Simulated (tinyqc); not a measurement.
Six-band Luttinger-Kohn model with strain, step by step. Values are carried at full precision from step to step, so a last printed digit may differ when a step is redone from the rounded ones.

Constants: hbar^2/2m0 = 3.80998211 eV angstrom^2.

Values chosen for the exercise (near those of Ge; shifted at random, so the results belong to these values and not to a real crystal):

| symbol | value | unit | meaning |
|---|---|---|---|
| C11 | 124.9 | GPa |  |
| C12 | 48.5 | GPa |  |
| C44 | 68 | GPa |  |
| load | uniaxial [100] |  | kind of stress |
| X | 1.89 | GPa | stress |
| Dso | 0.291 | eV | spin-orbit splitting |
| g1 | 13.46 |  | Luttinger gamma1 |
| g2 | 4.19 |  | gamma2 |
| g3 | 5.66 |  | gamma3 |
| av | 1.27 | eV | valence hydrostatic potential |
| b | -2.45 | eV | tetragonal shear potential |
| d | -5.3 | eV | trigonal shear potential |
| k | (-0.034, 0.002, 0) | 1/angstrom | wave vector |
| kmax | 0.04 | 1/angstrom | end of the path |

## Strain from a uniaxial [100] stress

s11 = (C11 + C12)/((C11 - C12)(C11 + 2 C12)), s12 = -C12/((C11 - C12)(C11 + 2 C12)), s44 = 1/C44; exx = s11 sxx + s12 (syy + szz) and cyclic, exy = s44 sxy/2; tension is positive. A uniaxial stress X along the unit vector n is s_ij = X n_i n_j.

s11, s12, s44 (1/TPa): 10.2282  -2.8608  14.7059

strain tensor:
```
          x          y          z
x  0.019331   0.000000   0.000000
y  0.000000  -0.005407   0.000000
z  0.000000   0.000000  -0.005407
```

The volume changes by +0.852 %; there is no shear in the cubic axes, so d does not enter.

## The terms P, Q, R, S at one k

P = c g1 k^2 - av tr(e); Q = c g2 (kx^2 + ky^2 - 2 kz^2) - (b/2)(exx + eyy - 2 ezz); R = c sqrt3 [-g2 (kx^2 - ky^2) + 2i g3 kx ky] + (sqrt3/2) b (exx - eyy) - i d exy; S = 2 c sqrt3 g3 (kx - i ky) kz - d (exz - i eyz); c = hbar^2/2m0, e the strain tensor (not engineering shear).

Form the four terms.

Terms (eV):

| term | from k | from strain |
|---|---|---|
| P | 0.05949 | -0.01082 |
| Q | 0.01852 | 0.03030 |
| R | -0.03185-0.00508i | -0.05249 |
| S | 0.00000 | 0.00000 |

## The Hamiltonian

Six-band Luttinger-Kohn model in the basis |3/2,3/2>, |3/2,1/2>, |3/2,-1/2>, |3/2,-3/2>, |1/2,1/2>, |1/2,-1/2>, electron energies, zero at the top of the unstrained valence band. H = -[rows: (P+Q, -S, R, 0, -S/r2, r2 R); (-S*, P-Q, 0, R, -r2 Q, r32 S); (R*, 0, P-Q, S, r32 S*, r2 Q); (0, R*, S*, P+Q, -r2 R*, -S*/r2); (-S*/r2, -r2 Q, r32 S, -r2 R, P+Dso, 0); (r2 R*, r32 S*, r2 Q, -S/r2, 0, P+Dso)], r2 = sqrt(2), r32 = sqrt(3/2). Levels are twofold.

Each term is the sum of its two parts.

H(k) (eV):
```
                 3/2,3/2         3/2,1/2        3/2,-1/2         3/2,-3/2          1/2,1/2        1/2,-1/2
3/2,3/2          -0.0975               0  0.0843+0.0051i                0                0  0.1193+0.0072i
3/2,1/2                0          0.0002               0   0.0843+0.0051i           0.0690               0
3/2,-1/2  0.0843-0.0051i               0          0.0002                0                0         -0.0690
3/2,-3/2               0  0.0843-0.0051i               0          -0.0975  -0.1193+0.0072i               0
1/2,1/2                0          0.0690               0  -0.1193-0.0072i          -0.3397               0
1/2,-1/2  0.1193-0.0072i               0         -0.0690                0                0         -0.3397
```

## Levels and their make-up

Diagonalise H. The weights add +m and -m and are averaged over each pair; m is taken along z.

levels from the top, each twofold (eV): 0.0489  -0.0744  -0.4115

weights:
```
               top  second  third
|3/2,+-3/2>  0.250   0.591  0.160
|3/2,+-1/2>  0.750   0.196  0.053
|1/2,+-1/2>  0.000   0.213  0.787
```

The top pair is 75 % |3/2,+-1/2>, the second pair is 59 % |3/2,+-3/2> and the third pair is 79 % |1/2,+-1/2>.

## Band edges at k = 0
Diagonalise H at k = 0. The weights add +m and -m (m along z) and are averaged over each pair.

edges from the top (eV): 0.0714  -0.0214  -0.3086

weights at k = 0:
```
               top  second  third
|3/2,+-3/2>  0.250   0.676  0.074
|3/2,+-1/2>  0.750   0.225  0.025
|1/2,+-1/2>  0.000   0.099  0.901
```

The stress splits the top two pairs by 92.8 meV, 3.59 times kT at 300 K (25.85 meV); the third lies 380.0 meV below the top, against Dso = 291 meV without stress.

## Polarisation of the edge transitions

In the basis X, Y, Z times spin, H(k = 0) has -Dso/3 + l exx + m (eyy + ezz) on the diagonal (cyclic) and n exy off it, l = av + 2 b, m = av - b, n = sqrt(3) d. Spin-orbit term (Dso/3) L.sigma on X, Y, Z with (L_k)_ij = -i epsilon_kij: <X+|H|Y+> = -i Dso/3, <X+|H|Z-> = Dso/3, <Y+|H|Z-> = -i Dso/3, <Z+|H|X-> = -Dso/3, <Z+|H|Y-> = i Dso/3, <X-|H|Y-> = i Dso/3, and their conjugates; + and - are the spin along z. The strength of a transition to an s-like conduction level for light polarised along the unit vector u is the weight of the orbital ux X + uy Y + uz Z in the valence state, summed over spin and averaged over the pair.

strain block of X, Y, Z (eV):
```
          X        Y        Z
X  -0.11040        0        0
Y         0  0.07143        0
Z         0        0  0.07143
```

Relative strengths:

| polarisation | top | second | third |
|---|---|---|---|
| [100] | 0.000 | 0.352 | 0.648 |
| [010] | 0.500 | 0.324 | 0.176 |
| [001] | 0.500 | 0.324 | 0.176 |
| [110] | 0.250 | 0.338 | 0.412 |
| [1-10] | 0.250 | 0.338 | 0.412 |
| [111] | 0.333 | 0.333 | 0.333 |

The top pair is strongest for light along [010] and [001] (0.500) and weakest along [100] (0.000); without strain every direction has 1/3 on average over the fourfold top. For each polarisation the three pairs add up to 1.

## Hole masses at the edges

Curvature at k = 0: m/m0 = -2 c h^2/(E(h u) + E(-h u) - 2 E(0)) with h = 0.0002 1/angstrom along the unit vector u.

Hole masses (m0):

| direction | top | second | third |
|---|---|---|---|
| [110] | 0.088 | 0.074 | 0.065 |
| [1-10] | 0.088 | 0.074 | 0.065 |
| [100] | 0.197 | 0.072 | 0.047 |
| [001] | 0.057 | 0.076 | 0.105 |

Of the directions listed, the top pair is lightest along [001] (0.057) and heaviest along [100] (0.197). These masses hold only for hole energies well below the splitting of 93 meV.

## Bands along [110] and [001]

Six points from 0 to kmax in each direction.

Levels (eV):

| direction | \|k\| (1/angstrom) | top | second | third | top, no stress | second, no stress |
|---|---|---|---|---|---|---|
| [110] | 0.000 | 0.0714 | -0.0214 | -0.3086 | 0.0000 | 0.0000 |
| [110] | 0.008 | 0.0687 | -0.0247 | -0.3124 | -0.0007 | -0.0058 |
| [110] | 0.016 | 0.0613 | -0.0348 | -0.3244 | -0.0027 | -0.0228 |
| [110] | 0.024 | 0.0509 | -0.0516 | -0.3465 | -0.0060 | -0.0490 |
| [110] | 0.032 | 0.0392 | -0.0738 | -0.3815 | -0.0105 | -0.0814 |
| [110] | 0.040 | 0.0271 | -0.0987 | -0.4331 | -0.0161 | -0.1156 |
| [001] | 0.000 | 0.0714 | -0.0214 | -0.3086 | 0.0000 | 0.0000 |
| [001] | 0.008 | 0.0672 | -0.0247 | -0.3109 | -0.0012 | -0.0053 |
| [001] | 0.016 | 0.0554 | -0.0352 | -0.3181 | -0.0050 | -0.0208 |
| [001] | 0.024 | 0.0387 | -0.0550 | -0.3309 | -0.0111 | -0.0455 |
| [001] | 0.032 | 0.0203 | -0.0857 | -0.3507 | -0.0198 | -0.0772 |
| [001] | 0.040 | 0.0020 | -0.1266 | -0.3801 | -0.0310 | -0.1131 |

## Checks

- Levels against the same model in the basis X, Y, Z times spin: they agree to 1e-10 or better.

tinyqc: `OMP_NUM_THREADS=1 python tinyqc.py 1050082 1050083 out.jsonl`; about 0.05 s, one thread, shared Intel(R) Xeon(R) Processor @ 2.30GHz.
